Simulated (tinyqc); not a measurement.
Wafer bonding and layer transfer: bond energy, gap closing, particles, bonding of dissimilar wafers and hydrogen blisters. Changing the particle radius h. Computed by tinyqc, a small Python program. Command: `OMP_NUM_THREADS=1 python tinyqc.py 3010466 3010467 out.jsonl bond sweep`. One thread of a shared host (Intel(R) Xeon(R) Processor @ 2.30GHz), about 0.01 s of CPU time with the checks.

gamma is the energy per area of each of the two surfaces; plates are isotropic, and both wafers have E1 and t1.

Inputs (values chosen for the exercise, for model wafers):
```
quantity,value,unit
Young's modulus E1,157,GPa
Poisson ratio nu,0.25,-
thickness t1,300,micrometre
blade thickness t_b,100,micrometre
crack length L,14.7,mm
```

Pair: two equal wafers.

Method. Two cantilevers opened by t_b: gamma = 3 t_b^2 E1 t1^3 E2 t2^3/(16 L^4 (E1 t1^3 + E2 t2^3)). E' = E1/(1 - nu^2), equal wafers assumed. Void radius in the plate regime: R_v = [(2/3) E' t1^3/gamma]^(1/4) h^(1/2). Below h_crit = 5 sqrt(t1 gamma/E') the wafers deform locally and R_v is of the order of h (taken as h).

One run for each value:
```
particle radius h (micrometre),void radius (micrometre),critical particle radius (micrometre)
0.01,1.0000e-02,0.061738
0.024,2.4000e-02,0.061738
0.056,5.6000e-02,0.061738
0.13,8.7959e+02,0.061738
0.32,1.3800e+03,0.061738
0.75,2.1127e+03,0.061738
1.8,3.2730e+03,0.061738
4.2,4.9996e+03,0.061738
10,7.7145e+03,0.061738
```

What does the table show, and why?

At the high end the exponent of void radius is 0.50, close to 0.50: plate bending. The void radius jumps by orders of magnitude at the critical particle size, where bending of the whole wafer takes over.
